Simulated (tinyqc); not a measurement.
Donor binding, ionisation and the Mott limit: Freeze-out.

Hydrogenic donor: Ry = (m0 q^3/(8 eps0^2 h^2)) me/eps_r^2 in eV, E0 = cc Ry, radius a = q/(8 pi eps0 eps_r E0), Mott density Nm = (0.26/a)^3. Below Nm the level sinks as Ed = E0 [1 - (N/Nm)^(1/3)]. Neutrality: Nc F12(eta) = N/(1 + 2 exp(eta + Ed/kB T)), F12(x) = (2/sqrt(pi)) int_0^infinity sqrt(u)/(1 + exp(u - x)) du.

Nc is given at 300 K and scales as T^1.5.

Values chosen for this exercise; band and dielectric values close to those of gallium nitride: relative permittivity eps_r = 9.54; mass in the hydrogenic formula, set independently of Nc me = 0.202 m0; conduction-band density of states at 300 K Nc = 2.35e18 cm^-3; ratio of the true binding energy to the hydrogenic one cc = 1.4; donor density N = 5.3e16 cm^-3.

Constants: q = 1.602176634e-19 C, kB = 1.380649e-23 J/K, eps0 = 8.8541878128e-12 F/m, h = 6.62607015e-34 J s, m0 = 9.1093837015e-31 kg, Vt = kB T/q. Results are converted to the units shown.

Result of one run:
```
T (K),eta,n (cm^-3),ionised (%),ln(n/T^0.75)
220,-3.574,4.098e16,77.31,34.21
```

What becomes of these results when the temperature T is changed from 220 to 110 K, all else the same?

Result of the changed run:
```
T (K),eta,n (cm^-3),ionised (%),ln(n/T^0.75)
110,-3.348,1.812e16,34.19,33.91
```

The whole series:
```
T (K),eta,n (cm^-3),ionised (%),ln(n/T^0.75)
30,-6.584,1.027e14,0.1937,29.71
45,-4.874,1.041e15,1.964,31.72
60,-4.100,3.462e15,6.533,32.71
80,-3.611,8.662e15,16.34,33.41
110,-3.348,1.812e16,34.19,33.91
150,-3.332,2.930e16,55.28,34.16
220,-3.574,4.098e16,77.31,34.21
300,-3.911,4.671e16,88.13,34.10
400,-4.285,4.960e16,93.59,33.95
```

The ionised share rises from 0.194 to 93.6 %. Between the first two rows ln(n/T^0.75) has the slope -15.6 meV against q/kB T; deep freeze-out without compensation gives -Ed/2 = -15.7 meV.

Range of the model: A sharp level with degeneracy 2 overstates freeze-out near Nm, where the impurity band broadens and merges with the conduction band.

Program tinyqc, `OMP_NUM_THREADS=1 python tinyqc.py 2330041 2330042 out.jsonl`; Intel Xeon 2.30GHz, shared host, one thread, about 0.01 s.
